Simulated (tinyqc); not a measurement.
From results back to parameters: Landau levels with Rashba coupling. Three cases, with inputs chosen for the exercise.

Problem. At B = 0 the two Rashba branches E = c k^2/m +/- aR k (c = hbar^2/2m0) share one Fermi level: k_- - k_+ = 2 kR with kR = aR m/(2c), n_+/- = k^2/(4 pi). Their densities, read from the beating of the oscillations, were computed from a hidden aR; 1/angstrom^2 = 1e16/cm^2.

Constants: hbar^2/2m0 = 3.80998211 eV angstrom^2.

Find: k_-; k_+; aR.

Method. k = sqrt(4 pi n) for each branch, and aR = c (k_- - k_+)/m.

Case 1.

Values chosen (out of a larger set: near those of an asymmetric GaAs well; not measured data): m = 0.0668 m0 (mass).

n_- = 0.88382 x 1e11/cm^2
n_+ = 0.71618 x 1e11/cm^2

Solution.

k_- = 0.01054 1/angstrom
k_+ = 0.00949 1/angstrom
aR = 0.06 eV angstrom

Case 2.

Values chosen (out of a larger set: near those of an asymmetric InAs well; not measured data): m = 0.0296 m0 (mass).

n_- = 5.50422 x 1e11/cm^2
n_+ = 4.39578 x 1e11/cm^2

Solution.

k_- = 0.02630 1/angstrom
k_+ = 0.02350 1/angstrom
aR = 0.36 eV angstrom

Case 3.

Values chosen (out of a larger set: near those of an asymmetric InAs well; not measured data): m = 0.0297 m0 (mass).

n_- = 6.62937 x 1e11/cm^2
n_+ = 5.37063 x 1e11/cm^2

Solution.

k_- = 0.02886 1/angstrom
k_+ = 0.02598 1/angstrom
aR = 0.37 eV angstrom

Computed by tinyqc, one run a case: `OMP_NUM_THREADS=1 python tinyqc.py N N+1 out.jsonl` with N = 1250571, 1250881, 1251233; one thread of a shared Intel(R) Xeon(R) Processor @ 2.30GHz, about 0.02 s a run at most.
